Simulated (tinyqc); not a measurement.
Harmonic transition-state theory with quantum, tunnelling and friction corrections. Changing the imaginary frequency at the saddle nu_b. Computed by tinyqc, a small Python program. Command: `OMP_NUM_THREADS=1 python tinyqc.py 3010939 3010940 out.jsonl rates sweep`. One thread of a shared host (Intel(R) Xeon(R) Processor @ 2.30GHz), about 0.06 s of CPU time with the checks.

One atom hops between equivalent sites; three modes at the minimum and two real modes at the saddle are treated as harmonic, the rest of the crystal as unchanged; melting is ignored, so hot rows may lie above the melting point.

Inputs (values chosen for the exercise, modelled on a vacancy in copper): barrier E_b = 0.757 eV; temperature T = 593 K.

Lattice of sites: three-dimensional.

Constants: h x 1 THz = 4.135667696 meV; k_B = 8.617333262e-05 eV/K.

Method. With u = h nu_b/(k_B T): Wigner factor 1 + u^2/24; parabolic barrier (Bell) (u/2)/sin(u/2), valid above T_c = h nu_b/(2 pi k_B); symmetric Eckart barrier: kappa = int_0^infinity P(E) exp(-(E - E_b)/(k_B T)) dE/(k_B T), P = (cosh 2a - 1)/(cosh 2a + cosh 2d), a = alpha sqrt(E/E_b), alpha = 2 pi E_b/(h nu_b), 2d = 2 sqrt(alpha^2 - pi^2/4).

One run for each value:

| imaginary frequency at the saddle nu_b (THz) | Eckart factor | Wigner factor | crossover temperature T_c (K) |
|---|---|---|---|
| 1.3 | 1.0005 | 1.0005 | 9.930 |
| 1.7 | 1.0008 | 1.0008 | 12.985 |
| 2.2 | 1.0014 | 1.0013 | 16.804 |
| 2.8 | 1.0023 | 1.0021 | 21.387 |
| 3.6 | 1.0038 | 1.0035 | 27.498 |
| 4.7 | 1.0065 | 1.0060 | 35.900 |
| 6.0 | 1.0106 | 1.0098 | 45.829 |
| 7.8 | 1.0179 | 1.0166 | 59.578 |

What does the table show, and why?

Over the rows, Eckart factor rises from 1.000 to 1.018 (exponent d ln y / d ln x 0.0013 between the first rows and 0.028 between the last); Wigner factor rises from 1.000 to 1.017 (exponent d ln y / d ln x 0.0012 between the first rows and 0.026 between the last); crossover temperature T_c (K) rises from 9.93 to 59.6 (exponent d ln y / d ln x about 1.00 throughout). The exponent of crossover temperature T_c stays at 1: T_c = h nu_b/(2 pi k_B). A larger nu_b means a narrower barrier of the same height.

Extremes, crossings and ranges named in words are read from the listed rows.
